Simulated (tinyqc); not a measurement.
Strain, valley repopulation and piezoresistance in a many-valley conduction band: one step, computed by the program tinyqc. Command: `OMP_NUM_THREADS=1 python tinyqc.py 3002072 3002073 out.jsonl valleys walk`. One thread of a shared host (Intel(R) Xeon(R) Processor @ 2.30GHz), about 0.02 s of CPU time with the checks.

Valleys are ellipsoids with mass m_l along the axis a and m_t across it, parabolic, with one constant relaxation time; strain shifts the valleys and leaves the masses alone. Currents are taken along [100], in the plane, and along [001], across the plane.

Question. Valley shifts. Herring-Vogt shift of a valley with unit axis a: dE = Xi_d tr(e) + Xi_u a.e.a.

Inputs (values chosen for the exercise, modelled on silicon): shear deformation potential Xi_u = 9.29 eV; dilation deformation potential Xi_d = 1.1 eV.

Valley axes: <100> (6 valleys in 3 pairs). Load: biaxial in the (001) plane.

strain tensor (%):
```
            x           y          z
x  -0.5073835   0.0000000  0.0000000
y   0.0000000  -0.5073835  0.0000000
z   0.0000000   0.0000000  0.3936066
```

Constants: k_B = 8.617333262e-05 eV/K.

Give: shifts dE; splitting (highest minus lowest).

Answer.

shifts dE (meV): x -53.97, y -53.97, z 29.73

splitting (highest minus lowest) = 83.70 meV
